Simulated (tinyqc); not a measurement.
Polycrystalline film, grain-boundary barriers (Seto model): one step of the calculation.

One-dimensional grains of size Lg with donors N; each boundary has Qt acceptor-like traps per area at one level Et below the band edge. Trapped electrons qt deplete a width w = qt/N (both sides together) and raise a barrier Vb = q N w^2/(8 eps0 eps_r). Current crosses the barriers by thermionic emission at small bias. Abrupt depletion, full ionisation, Boltzmann statistics.

Question. Barrier, resistivity and effective mobility. Partly depleted grains: the density at the grain centre is n0 = N and qt = Qt/(1 + 2 (Nc/N) exp((Vb - Et)/Vt)). If that gives qt >= N Lg, the grains are fully depleted: qt = N Lg, w = Lg and n0 = 2 Nc exp((Vb - Et)/Vt)/(Qt/(N Lg) - 1). Resistivity: barriers rb = Vt exp(Vb/Vt)/(q n0 vc Lg), grain interior rg = (1 - w/Lg)/(q mg N); effective mobility 1/(q N (rb + rg)).

Parameters, values chosen for the exercise; values close to those of polycrystalline silicon: temperature T = 250 K; relative permittivity of the semiconductor eps_r = 11.7; grain size Lg = 80 nm; trap density at a boundary Qt = 3.6e12 cm^-2; donor density N = 3.7e17 cm^-3; mobility inside a grain mg = 260 cm^2/(V s); collection velocity at the barrier vc = 7.3e6 cm/s; conduction-band density of states at T Nc = 2.13e19 cm^-3; trap level below the band edge Et = 0.5 eV.

Constants: q = 1.602176634e-19 C, kB = 1.380649e-23 J/K, Vt = kB T/q, eps0 = 8.8541878128e-14 F/cm where lengths are in cm. Results are converted to the units shown.

Wanted: qt; w; Vb; n0; rb; rg; effective mobility.

Answer.

qt = 2.678e12 cm^-2
w = 72.38 nm
Vb = 0.3748 V
n0 = 3.700e17 cm^-3
rb = 2.234e5 ohm cm
rg = 0.006177 ohm cm
effective mobility = 7.550e-5 cm^2/(V s)

The grains are partly depleted, 74.4 % of the traps are filled and the barriers give 100 % of the resistivity.

Program tinyqc, `OMP_NUM_THREADS=1 python tinyqc.py 2610144 2610145 out.jsonl`; Intel Xeon 2.30GHz, shared host, one thread, about 0.01 s.
